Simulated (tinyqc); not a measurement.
Hot electrons in a saturated n-channel MOSFET, lucky-electron model: course of the iteration: body bias from the substrate current.

Beyond pinch-off the lateral field grows as Esat cosh(y/l) over the velocity-saturated region (pseudo-two-dimensional model). Impact ionisation in this region gives the substrate current, which biases the body forward through Rsub. Currents are per width. Local-field laws: they overstate ionisation when the field peak is narrower than an energy relaxation length.

Cox = 3.9 eps0/tox. Overdrive g = Vg - VT + kb Vb; Vdsat = g Esat L/(g + Esat L); Id = Cox vs (g - Vdsat); dV = Vd - Id Rd - Vdsat; Em = sqrt((dV/l)^2 + Esat^2); Isub = Id (Ai/Bi) l Em exp(-Bi/Em). Vb(new) = Rsub Isub.

Stop when Vb changes by less than 1e-9 V, or after 60 iterations.

Inputs (values chosen for the exercise); values close to those of silicon n-channel devices: channel length L = 0.35 um; oxide thickness tox = 8.4 nm; threshold VT = 0.43 V; saturation velocity vs = 7.6e6 cm/s; ionisation prefactor Ai = 2e6 1/cm; ionisation field Bi = 1.72 MV/cm; resistance of the lightly doped drain Rd = 0 ohm um; substrate resistance Rsub = 24000 ohm um; fall of VT per volt of forward body bias kb = 0.33; drain voltage Vd = 2.3 V; gate voltage Vg = 1 V.

Constants: eps0 = 8.8541878128e-14 F/cm where lengths are in cm. Results are converted to the units shown.

Vb at the start = 0 V
l = 57.2364 nm
Esat = 0.0490323 MV/cm

Course of the iteration:
```
iteration     Vb (V)  |change| (V)
1          0.0129342        0.0129
2          0.0130025       6.83e-5
3          0.0130029       3.59e-7
4          0.0130029       1.88e-9
5          0.0130029      9.88e-12
```

Did this iteration meet its convergence test, and what does its course show?

Yes. Converged in 5 iterations. At the end each change is about 0.0052 times the one before: linear convergence.

Numbers from tinyqc (`OMP_NUM_THREADS=1 python tinyqc.py 2550103 2550104 out.jsonl`; about 0.01 s on one thread of a shared Intel Xeon 2.30GHz).
